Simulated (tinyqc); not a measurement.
A run and its error bars: classical Heisenberg spin chain: exact results, Metropolis, heat-bath and over-relaxation steps, and a Monte Carlo run. Computed by tinyqc, a small Python program. Command: `OMP_NUM_THREADS=1 python tinyqc.py 3130010 3130011 out.jsonl heismc walk`. One thread of a shared host (Intel(R) Xeon(R) Processor @ 2.30GHz), about 0.3 s of CPU time with the checks.

E = -J sum_i s_i . s_(i+1) for unit vectors s_i on an open chain; K = J/(k_B T).

Inputs (values chosen for the exercise, for a model chain of large moments): coupling J = -11 meV; temperature T = 30.8 K; moment mu = 4 mu_B; length N of the open chain = 8; seed = 324724.

Update: heat bath with over-relaxation.

Constants: k_B = 8.617333262e-05 eV/K; mu_B = 5.7883818060e-05 eV/T.

Method:
- Each bond angle is independent, so u = <s_i . s_(i+1)> = coth K - 1/K, <s_i . s_(i+n)> = u^n, correlation length xi = -1/ln|u|, energy per bond -J u, heat capacity per bond c/k_B = 1 - K^2/sinh^2 K, and for the long chain chi = mu^2 (1 + u)/(3 k_B T (1 - u)) per spin.
- For N spins, <|sum s|^2>/N = (1 + u)/(1 - u) - 2 u (1 - u^N)/(N (1 - u)^2); the long chain has (1 + u)/(1 - u), chi over the Curie value, and the difference is relative to it.
- From the ordered state (alternating for J < 0), with each spin drawn from exp(h . s), h = K x sum of neighbours, 200 sweeps are discarded and 1600 recorded (even and odd sites in turn, each heat-bath sweep followed by two sweeps of reflections; random numbers not printed, so these rows are one sample). Errors are the scatter of block means over sqrt(number of blocks).

K = -4.14447

u = -0.759217

<|sum s|^2>/N = 0.191428

Blocking:
```
block length  mean bond product      error  <|sum s|^2>/N      error
1                      -0.75824  0.0022622        0.19043  0.0040266
4                      -0.75824  0.0026139        0.19043  0.0039924
16                     -0.75824  0.0029116        0.19043  0.0036576
40                     -0.75824  0.0028011        0.19043  0.0036893
80                     -0.75824  0.0029713        0.19043  0.0036118
```

What does the comparison show, and why?

With blocks of 40 the bond product is 0.3 error bars from the exact u = -0.7592, and <|sum s|^2>/N is 0.3 from the exact 0.191. Blocking to 40 changes the two errors by factors 1.2 and 0.9.
